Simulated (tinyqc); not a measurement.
Small-signal admittance of a forward-biased p+-n diode: effect of the hole lifetime.

Holes injected into a neutral base of width wb with an ohmic contact at its end; low injection, p0 far above the equilibrium density. A small voltage v exp(i w t), w = 2 pi f, modulates the edge density by p0 v/Vt, and the small-signal density obeys Dp d2p/dx2 = (1/tau + i w) p.

L = sqrt(Dp tau); direct current J = (q Dp p0/L) coth(wb/L); k = sqrt(1 + i w tau)/L; diffusion admittance Y = (q Dp p0/Vt) k coth(k wb) = G + i w C_diff; junction capacitance C_j = sqrt(q eps0 eps_r Nd/(2 Vr)) in the depletion approximation, with the remaining barrier Vr = Vt ln(Na/p0), a rough value under forward bias; base-width modulation is left out. Measured admittance 1/[Rs + 1/(Y + i w C_j)].

Parameters, values chosen for the exercise; permittivity close to that of 4H silicon carbide:
- T = 350 K (temperature)
- eps_r = 9.7 (relative permittivity)
- Nd = 1.8e16 cm^-3 (donor density of the base)
- Dp = 3 cm^2/s (hole diffusion coefficient)
- wb = 8.2 um (width of the neutral base)
- p0 = 4.1e13 cm^-3 (excess hole density at the junction edge)
- Na = 3e19 cm^-3 (acceptor density of the p+ side)
- Rs = 0.0012 ohm cm^2 (series resistance)
- f = 2.6e6 Hz (signal frequency)

Constants: q = 1.602176634e-19 C, kB = 1.380649e-23 J/K, Vt = kB T/q, eps0 = 8.8541878128e-14 F/cm where lengths are in cm. Results are converted to the units shown.

The same in every row: C_j (uF/cm^2) = 0.055144.

Result of one run:

| w tau | G (S/cm^2) | C_diff (uF/cm^2) | measured G (S/cm^2) | measured C (uF/cm^2) | phase of the measured Y (degrees) |
|---|---|---|---|---|---|
| 13.069 | 1.0659 | 0.053369 | 1.0683 | 0.10824 | 58.859 |

Which hole lifetime tau gave this result: 8e-9, 4e-8, 2e-7, 8e-7 or 2e-5 s?

tau = 8e-7 s.

The whole series:

| tau (s) | w tau | G (S/cm^2) | C_diff (uF/cm^2) | measured G (S/cm^2) | measured C (uF/cm^2) | phase of the measured Y (degrees) |
|---|---|---|---|---|---|---|
| 8e-9 | 0.13069 | 4.2268 | 0.016827 | 4.2071 | 0.071247 | 15.464 |
| 4e-8 | 0.65345 | 1.9865 | 0.034364 | 1.9843 | 0.089083 | 36.257 |
| 2e-7 | 3.2673 | 1.2341 | 0.048881 | 1.2357 | 0.10372 | 53.897 |
| 8e-7 | 13.069 | 1.0659 | 0.053369 | 1.0683 | 0.10824 | 58.859 |
| 4e-6 | 65.345 | 1.0193 | 0.054719 | 1.0219 | 0.10959 | 60.282 |
| 2e-5 | 326.73 | 1.0099 | 0.054997 | 1.0126 | 0.10987 | 60.572 |
| 8e-5 | 1306.9 | 1.0081 | 0.055050 | 1.0108 | 0.10993 | 60.626 |

As tau goes from 8e-9 to 8e-5, G falls from 4.23 to 1.01 S/cm^2, C_diff rises from 0.0168 to 0.0550 uF/cm^2 and the measured C rises from 0.0712 to 0.110 uF/cm^2. C_diff stays below C_j.

Computed by the program tinyqc: `OMP_NUM_THREADS=1 python tinyqc.py 2890168 2890169 out.jsonl`, one thread of a shared Intel Xeon 2.30GHz, about 0.01 s for the whole run.
